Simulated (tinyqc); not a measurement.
# Concentration-dependent dopant diffusion with charged defects and the built-in field, step by step

A worked calculation. Computed by tinyqc, a small Python program that keeps every step. Command: `OMP_NUM_THREADS=1 python tinyqc.py 3011625 3011626 out.jsonl extrinsic walk`. One thread of a shared host (Intel(R) Xeon(R) Processor @ 2.30GHz), about 0.09 s of CPU time with the checks. Intermediate numbers are printed to about 6 digits and carried at full precision; extremes and crossings named in words are read from the listed rows.

A constant source C_s feeds a half space. The dopant moves through neutral point defects and through charged ones, whose number grows with the majority carrier density n.

Inputs (values chosen for the exercise, modelled on boron in silicon):

| quantity | value | unit |
|---|---|---|
| neutral prefactor D0x | 0.0446 | cm^2/s |
| neutral activation energy E0 | 3.5 | eV |
| singly charged prefactor D01 | 0.868 | cm^2/s |
| activation energy E1 | 3.49 | eV |
| surface concentration C_s | 7.7e+18 | 1/cm^3 |
| junction level C_B | 3.1e+16 | 1/cm^3 |
| temperature T | 900 | C |
| time t | 3100 | s |

Field enhancement: on.

Constants: k_B = 8.617333262e-05 eV/K.

## Intrinsic density and partial diffusivities

n_i = 3.87e16 T^1.5 exp(-7014/T) per cm^3 (T in kelvin, an empirical form); each D = prefactor x exp(-E/(k_B T)); the intrinsic diffusivity D_i is their sum. Temperatures in kelvin are T(C) + 273.15.

n_i = 3.93724e+18 1/cm^3

partial diffusivities (cm^2/s): Dx 4.10730e-17, D1 8.82471e-16

intrinsic diffusivity D_i = 9.23544e-16 cm^2/s

## Diffusivity at the surface

n = C/2 + sqrt(C^2/4 + n_i^2); D(C) = h [Dx + D1 (n/n_i)], h = 1 + C/sqrt(C^2 + 4 n_i^2).

n/n_i = 2.37647

field factor h = 1.69914

surface diffusivity D_s = 3.63318e-15 cm^2/s

enhancement D_s/D_i = 3.93395

C_s is 1.96 times n_i: diffusion is extrinsic near the surface.

## Similarity solution

With y = x/sqrt(D_s t), u = C/C_s and q = -(D/D_s) du/dy: du/dy = -q D_s/D, dq/dy = -(y/2) q D_s/D, u(0) = 1. The surface flux q(0) is shot so that u tends to 0 (LSODA, an adaptive multistep solver, relative tolerance 1e-10). Dose Q = 2 q(0) C_s sqrt(D_s t). The junction lies where C = C_B.

surface flux q(0) = 0.468416

dose Q = 2.42090e+13 1/cm^2

junction in units of sqrt(D_s t) = 2.44493

junction depth x_j = 82.0521 nm

For a constant D, q(0) = 1/sqrt(pi) = 0.5642; for D proportional to C it tends to 0.444, with the front at y = 1.616.

## Where the concentration falls to given levels

For comparison, erfc profiles with a constant D: x = 2 sqrt(D t) erfc^-1(C/C_s), with D = D_i and D = D_s.

Depth (nm):

| C/C_s | D/D_s | full | erfc with D_i | erfc with D_s |
|---|---|---|---|---|
| 8.00e-01 | 0.823742 | 13.245 | 6.0623 | 12.024 |
| 5.00e-01 | 0.576311 | 30.540 | 16.1399 | 32.012 |
| 2.00e-01 | 0.365090 | 48.237 | 30.6663 | 60.824 |
| 1.00e-01 | 0.306270 | 56.594 | 39.3597 | 78.067 |
| 3.00e-02 | 0.269093 | 67.584 | 51.9281 | 102.995 |
| 1.00e-02 | 0.259093 | 75.868 | 61.6370 | 122.252 |
| 1.00e-03 | 0.254684 | 90.731 | 78.7390 | 156.172 |
| 1.00e-04 | 0.254246 | 103.603 | 93.0980 | 184.652 |

The depth between C/C_s = 0.1 and 1e-4 spans 47.0 nm in the full profile, against 53.7 nm for D_i and 107 nm for D_s; the ratio of the depths at 1e-4 and at 0.5 is 3.39, against 5.77 for any erfc. The profile is box-like: fast diffusion in the heavily doped part feeds a front that moves slowly where D drops to D_i.

Checks made by the program: dose from the flux against the area under the profile (relative difference 9e-08).
